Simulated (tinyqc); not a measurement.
# Transistor under a ferroelectric capacitor (negative capacitance), static model: what changes with what

A ferroelectric film of thickness tf lies between the gate and an inner metal at potential v, which drives an ordinary transistor. One domain, P = Q (background permittivity neglected): Vg = v + tf (2 al Q + 4 be Q^3), al = -3 sqrt(3) Ec/(4 Pr), be = 3 sqrt(3) Ec/(8 Pr^3). Gate charge Q(v) = Qi + Cp v with the channel charge Qi = Cox n Vt ln(1 + exp((v - VT)/(n Vt))). Q in uC/cm^2, E in kV/cm; 1 nm times 1 kV/cm is 1e-4 V. Domains, leakage and the switching time are left out.

Values chosen for this exercise; Pr and Ec close to those of hafnium oxide based films:
- T = 300 K (temperature)
- Pr = 12 uC/cm^2 (remanent polarisation)
- Ec = 800 kV/cm (coercive field)
- Cox = 2.2 uF/cm^2 (capacitance of the inner oxide)
- Cp = 0.21 uF/cm^2 (overlap capacitance per gate area)
- VT = 0.27 V (threshold of the inner transistor)
- n = 1.23 (subthreshold factor of the inner transistor)
- Vg = 0.69 V (gate voltage)

Constants: q = 1.602176634e-19 C, kB = 1.380649e-23 J/K, Vt = kB T/q. Results are converted to the units shown.

Each table varies one quantity; the others keep the values above.

## Effect of the coercive field

C = dQ/dv = Cox/(1 + exp(-(v - VT)/(n Vt))) + Cp; dVg/dv = 1 + C tf (2 al + 12 be Q^2); gain = dv/dVg. The largest gain is taken over -0.3 V < v < 2.5 V, tc is the thickness at which dVg/dv first touches zero, the swing is n Vt ln 10 (1 + 2 al tf Cp), v solves Vg(v) = Vg, and the last column compares Qi(v) with Qi(Vg) of the transistor without the film.

In this table tf = 12 nm.

Results:

| Ec (kV/cm) | tc (nm) | largest gain | swing (mV/decade) | v at Vg (V) | Qi with/without film |
|---|---|---|---|---|---|
| 400 | 48.29 | 1.331 | 71.62 | 0.8354 | 1.346 |
| 800 | 24.14 | 1.988 | 70.02 | 1.109 | 1.998 |
| 1000 | 19.31 | 2.641 | 69.22 | 1.344 | 2.556 |
| 1200 | 16.10 | 3.930 | 68.42 | 1.675 | 3.345 |
| 1500 | 12.88 | 14.69 | 67.23 | 2.283 | 4.792 |

Estimate the missing row, Ec = 600 kV/cm.

Computed row:

| Ec (kV/cm) | tc (nm) | largest gain | swing (mV/decade) | v at Vg (V) | Qi with/without film |
|---|---|---|---|---|---|
| 600 | 32.19 | 1.594 | 70.82 | 0.9485 | 1.615 |

With this row back in the table: As Ec goes from 400 to 1500 kV/cm, the largest gain rises from 1.33 to 14.7, the swing falls from 71.6 to 67.2 mV a decade and tc falls from 48.3 to 12.9 nm. At Ec = 1800 kV/cm tf is within 2 % of tc or beyond it, so those rows are left out. For Ec = 1000 to 1500 kV/cm the gate charge passes 2.5 uC/cm^2, about what a silicon dioxide interlayer withstands. At Ec = 1500 kV/cm the gain relies on a single-domain state close to the fold, which domains would spoil.

## Effect of the capacitance of the inner oxide

Same model as above.

In this table tf = 12 nm.

Results:

| Cox (uF/cm^2) | tc (nm) | largest gain | swing (mV/decade) | v at Vg (V) | Qi with/without film |
|---|---|---|---|---|---|
| 1 | 47.86 | 1.335 | 70.02 | 0.8460 | 1.372 |
| 2 | 26.30 | 1.839 | 70.02 | 1.053 | 1.865 |
| 2.5 | 21.50 | 2.263 | 70.02 | 1.202 | 2.219 |
| 3 | 18.20 | 2.937 | 70.02 | 1.368 | 2.615 |
| 3.5 | 15.79 | 4.170 | 70.02 | 1.514 | 2.961 |
| 4 | 13.95 | 7.155 | 70.02 | 1.606 | 3.181 |
| 4.5 | 12.50 | 24.77 | 70.02 | 1.645 | 3.275 |

Estimate the missing row, Cox = 1.5 uF/cm^2.

Computed row:

| Cox (uF/cm^2) | tc (nm) | largest gain | swing (mV/decade) | v at Vg (V) | Qi with/without film |
|---|---|---|---|---|---|
| 1.5 | 33.92 | 1.547 | 70.02 | 0.9360 | 1.586 |

With this row back in the table: As Cox goes from 1 to 4.5 uF/cm^2, the largest gain rises from 1.33 to 24.8, the swing stays at 70.0 mV a decade and tc falls from 47.9 to 12.5 nm. At Cox = 5 uF/cm^2 tf is within 2 % of tc or beyond it, so those rows are left out. For Cox = 2.5 to 4.5 uF/cm^2 the gate charge passes 2.5 uC/cm^2, about what a silicon dioxide interlayer withstands. For Cox = 4 to 4.5 uF/cm^2 the gain relies on a single-domain state close to the fold, which domains would spoil.

Numbers from tinyqc (`OMP_NUM_THREADS=1 python tinyqc.py 2860144 2860145 out.jsonl`; about 0.03 s on one thread of a shared Intel Xeon 2.30GHz).
